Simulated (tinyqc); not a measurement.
# Inputs raised by 5 %, one at a time

Model: concentration-dependent dopant diffusion with charged defects and the built-in field. Computed by tinyqc, a small Python program. Command: `OMP_NUM_THREADS=1 python tinyqc.py 3015266 3015267 out.jsonl extrinsic sens`. One thread of a shared host (Intel(R) Xeon(R) Processor @ 2.30GHz), about 1 s of CPU time with the checks.

A constant source C_s feeds a half space. The dopant moves through neutral point defects and through charged ones, whose number grows with the majority carrier density n.

Inputs (values chosen for the exercise, modelled on arsenic in silicon):

| quantity | value | unit |
|---|---|---|
| neutral prefactor D0x | 0.0102 | cm^2/s |
| neutral activation energy E0 | 3.44 | eV |
| singly charged prefactor D01 | 33.4 | cm^2/s |
| activation energy E1 | 4.16 | eV |
| surface concentration C_s | 2.7e+20 | 1/cm^3 |
| junction level C_B | 1.8e+15 | 1/cm^3 |
| temperature T | 900 | C |
| time t | 850 | s |

Field enhancement: on.

Constants: k_B = 8.617333262e-05 eV/K.

Method:
- n_i = 3.87e16 T^1.5 exp(-7014/T) per cm^3 (T in kelvin, an empirical form); each D = prefactor x exp(-E/(k_B T)); the intrinsic diffusivity D_i is their sum.
- Temperatures in kelvin are T(C) + 273.15.
- n = C/2 + sqrt(C^2/4 + n_i^2); D(C) = h [Dx + D1 (n/n_i)], h = 1 + C/sqrt(C^2 + 4 n_i^2).
- With y = x/sqrt(D_s t), u = C/C_s and q = -(D/D_s) du/dy: du/dy = -q D_s/D, dq/dy = -(y/2) q D_s/D, u(0) = 1. The surface flux q(0) is shot so that u tends to 0 (LSODA, an adaptive multistep solver, relative tolerance 1e-10). Dose Q = 2 q(0) C_s sqrt(D_s t).
- The junction lies where C = C_B.

Runs:

| input moved | from | to | junction depth x_j (nm) | dose Q (1/cm^2) | enhancement D_s/D_i | junction in units of sqrt(D_s t) |
|---|---|---|---|---|---|---|
| base run | - | - | 39.457 | 5.5105e+14 | 100.05 | 1.7191 |
| neutral prefactor D0x (cm^2/s) | 0.0102 | 0.01071 | 39.509 | 5.5117e+14 | 98.72 | 1.7211 |
| singly charged prefactor D01 (cm^2/s) | 33.4 | 35.07 | 40.381 | 5.6453e+14 | 101.35 | 1.7171 |
| surface concentration C_s (1/cm^3) | 2.7e+20 | 2.835e+20 | 40.322 | 5.9276e+14 | 105.03 | 1.7147 |
| junction level C_B (1/cm^3) | 1.8e+15 | 1.89e+15 | 39.444 | 5.5105e+14 | 100.05 | 1.7185 |
| time t (s) | 850 | 892.5 | 40.431 | 5.6466e+14 | 100.05 | 1.7191 |

Exponents ln(y'/y) / ln(x'/x):

| input | junction depth x_j | dose Q | enhancement D_s/D_i | junction in units of sqrt(D_s t) |
|---|---|---|---|---|
| neutral prefactor D0x | 0.027 | 0.005 | -0.274 | 0.024 |
| singly charged prefactor D01 | 0.474 | 0.496 | 0.264 | -0.023 |
| surface concentration C_s | 0.445 | 1.495 | 0.995 | -0.053 |
| junction level C_B | -0.007 | 0.000 | 0.000 | -0.007 |
| time t | 0.500 | 0.500 | 0.000 | 0.000 |

Which inputs matter most for each result?

Among the inputs moved here: junction depth x_j answers most in size to time t (exponent +0.500), next to singly charged prefactor D01 (+0.474). Its exponent +0.500 in time t: a constant source keeps the profile a function of x/sqrt(t). Dose Q answers most in size to surface concentration C_s (exponent +1.495), next to time t (+0.500); its exponent is below 0.0005 for junction level C_B. Its exponent +1.495 in surface concentration C_s: D proportional to C: Q scales as C_s sqrt(C_s). Its exponent +0.500 in time t: the similarity law. Enhancement D_s/D_i answers most in size to surface concentration C_s (exponent +0.995), next to neutral prefactor D0x (-0.274); its exponent is below 0.0005 for junction level C_B, time t. Its exponent +0.995 in surface concentration C_s: singly charged defects follow n. Junction in units of sqrt(D_s t) answers most in size to surface concentration C_s (exponent -0.053), next to neutral prefactor D0x (+0.024); its exponent is below 0.0005 for time t.

Caution (all rows): at such concentrations dopants can cluster or exceed their solubility; the active fraction and the diffusivity then fall below the model.
